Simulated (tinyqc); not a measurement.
G0W0 on RHF in the sto-3g basis, for H2, spin multiplicity 1, step by step. One step of it, computed by the program tinyqc.

Question. Screening: direct RPA. With D = e_a - e_i and K = (ia|jb): diagonalise D^(1/2) (D + 4K) D^(1/2) = Z w^2 Z^T; X + Y = D^(1/2) Z w^(-1/2), each column of Z with its largest component positive (the first on a tie); E_c = (sum w - tr (D + 2K)) / 2.

orbital energies (hartree): [-0.591597, 0.704184]

Two-electron integrals over orbitals (pq|rs), unique and non-zero (hartree):
```
(11|11) 0.680673   (21|21) 0.179493   (22|11) 0.669141   (22|22) 0.703413
```

Give: D^(1/2) (D + 4K) D^(1/2); excitation energies w; X + Y; RPA correlation energy.

Answer.

D^(1/2) (D + 4K) D^(1/2) (hartree^2), order 1>2:
```
[[2.6094]]
```

excitation energies w (hartree): [1.6154]

X + Y, order 1>2:
```
[[0.8956]]
```

RPA correlation energy = -0.019704 hartree
